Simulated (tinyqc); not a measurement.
From results back to parameters: delta-doped layer in the Thomas-Fermi potential. Five cases, with inputs chosen for the exercise.

Problem. The depth of the well was computed from a hidden sheet density.

All donors ionised in the plane z = 0, zero temperature, energies from the Fermi level EF of the Thomas-Fermi model, which lies at the bulk band edge; c = hbar^2/2m0, q = e^2/(4 pi eps0). Layer in a (001) plane: two valleys with m_z = ml, m_d = mt (unprimed) and four with m_z = mt, m_d = sqrt(ml mt) (primed); m3 = (ml mt^2)^(1/3), gv = 6. With n = (gv/3 pi^2)(m3 (-V)/c)^(3/2) and V'' = -(4 pi q/eps) n for z > 0, the solution is V = -b/(|z| + z0)^4 with sqrt(b) = 20/K, K = (4 pi q/eps)(gv/3 pi^2)(m3/c)^(3/2), and z0^5 = 4b/(e F0), e F0 = 2 pi q N/eps; 1e13/cm^2 = 1e-3/angstrom^2. Exchange and correlation are left out.

Constants: hbar^2/2m0 = 3.80998211 eV angstrom^2; e^2/(4 pi eps0) = 14.39964547 eV angstrom.

Case 1.

Values chosen (out of a larger set: near those of a delta-doped layer in Si; not measured data): ml = 0.927 m0 (longitudinal mass); mt = 0.192 m0 (transverse mass); eps = 11.8 (dielectric constant).

depth = 0.262785 eV

Case 2.

Values chosen (out of a larger set: near those of a delta-doped layer in Si; not measured data): ml = 0.907 m0 (longitudinal mass); mt = 0.195 m0 (transverse mass); eps = 11.7 (dielectric constant).

depth = 0.120614 eV

Case 3.

Values chosen (out of a larger set: near those of a delta-doped layer in Si; not measured data): ml = 0.921 m0 (longitudinal mass); mt = 0.193 m0 (transverse mass); eps = 11.6 (dielectric constant).

depth = 0.103985 eV

Case 4.

Values chosen (out of a larger set: near those of a delta-doped layer in Si; not measured data): ml = 0.896 m0 (longitudinal mass); mt = 0.194 m0 (transverse mass); eps = 11.8 (dielectric constant).

depth = 0.213880 eV

Case 5.

Values chosen (out of a larger set: near those of a delta-doped layer in Si; not measured data): ml = 0.918 m0 (longitudinal mass); mt = 0.189 m0 (transverse mass); eps = 11.6 (dielectric constant).

depth = 0.662053 eV

Find: b; z0; N.

Solution. b does not depend on N; z0 = (b/depth)^(1/4), e F0 = 4b/z0^5 and N = eps e F0/(2 pi q).

Case 1.

b = 6.704e+04 eV angstrom^4
z0 = 22.47 angstrom
N = 6.10 x 1e13/cm^2

Case 2.

b = 6.530e+04 eV angstrom^4
z0 = 27.13 angstrom
N = 2.30 x 1e13/cm^2

Case 3.

b = 6.453e+04 eV angstrom^4
z0 = 28.07 angstrom
N = 1.90 x 1e13/cm^2

Case 4.

b = 6.794e+04 eV angstrom^4
z0 = 23.74 angstrom
N = 4.70 x 1e13/cm^2

Case 5.

b = 6.751e+04 eV angstrom^4
z0 = 17.87 angstrom
N = 19.0 x 1e13/cm^2

Computed by tinyqc, one run a case: `OMP_NUM_THREADS=1 python tinyqc.py N N+1 out.jsonl` with N = 1281527, 1281534, 1281637, 1281711, 1281757; one thread of a shared Intel(R) Xeon(R) Processor @ 2.30GHz, about 0.3 s a run at most.
